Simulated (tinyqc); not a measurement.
Inductance and parasitic capacitance from two readings.

Question. A loss-free coil L in parallel with C shows the apparent inductance L/(1 - w^2 L C), w = 2 pi f. Find L, C and the self-resonance 1/(2 pi sqrt(L C)).

apparent inductance at 6.7 and 11 GHz (nH): 1.0724936  1.8457159

Solution. The inverse of the reading is 1/L - w^2 C, a straight line in w^2.

L = 0.860 nH
C = 130 fF
self-resonance = 15.1 GHz

Program tinyqc, `OMP_NUM_THREADS=1 python tinyqc.py 2302052 2302053 out.jsonl`; Intel Xeon 2.30GHz, shared host, one thread, about 0.01 s.
